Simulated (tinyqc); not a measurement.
Metal-interlayer-semiconductor contact, depinning against tunnelling resistance: one step of the calculation.

Zero bias, n-type semiconductor. Gap states at the semiconductor surface thin out as exp(-be ti), which unpins the barrier; electrons must then cross the interlayer (a rectangular barrier, no voltage drop across it) and the parabolic depleted layer, both by WKB. Energies E are counted from the Fermi level; no image force, parabolic bands.

Problem. Pinning, barrier and scales. S = 1/(1 + (1/S0 - 1) exp(-be ti)); phiB = S (phiM - chi) + (1 - S)(Eg - E0); xi = Ec - EF deep inside, from Nd = Nc F(-xi/Vt), F(x) = (2/sqrt(pi)) int_0^infinity sqrt(u) du/(1 + exp(u - x)); band bending U = phiB - xi; E00 = (hbar/2) sqrt(Nd/(eps0 eps_r mt m0)) in volts; A = 4 pi q mA m0 kB^2/h^3.

Values chosen for this exercise; semiconductor values close to those of silicon; interlayer mass of the order of that in silicon nitride, offset chosen freely:
- T = 300 K (temperature)
- Eg = 1.11 eV (band gap)
- eps_r = 12 (relative permittivity)
- chi = 3.9 eV (electron affinity)
- Nc = 2.8e19 cm^-3 (conduction-band density of states at T)
- mt = 0.184 m0 (tunnelling mass in the semiconductor)
- mA = 2.11 m0 (Richardson mass)
- Nd = 1.3e18 cm^-3 (donor density)
- E0 = 0.37 eV (charge-neutrality level above the valence band)
- S0 = 0.26 (pinning factor without interlayer)
- phiM = 4.25 eV (metal work function)
- ti = 0.8 nm (interlayer thickness)
- be = 2.4 1/nm (decay constant of gap states through the interlayer)

Constants: q = 1.602176634e-19 C, kB = 1.380649e-23 J/K, eps0 = 8.8541878128e-12 F/m, hbar = 1.054571817e-34 J s, h = 6.62607015e-34 J s, m0 = 9.1093837015e-31 kg, Vt = kB T/q. Results are converted to the units shown.

Give: S; phiB; xi; U; E00; A.

Solution.

S = 0.70558
phiB = 0.46482 eV
xi = 0.078937 eV
U = 0.38588 eV
E00 = 0.014246 eV
A = 253.57 A/(cm^2 K^2)

Program tinyqc, `OMP_NUM_THREADS=1 python tinyqc.py 2270072 2270073 out.jsonl`; Intel Xeon 2.30GHz, shared host, one thread, about 0.03 s.
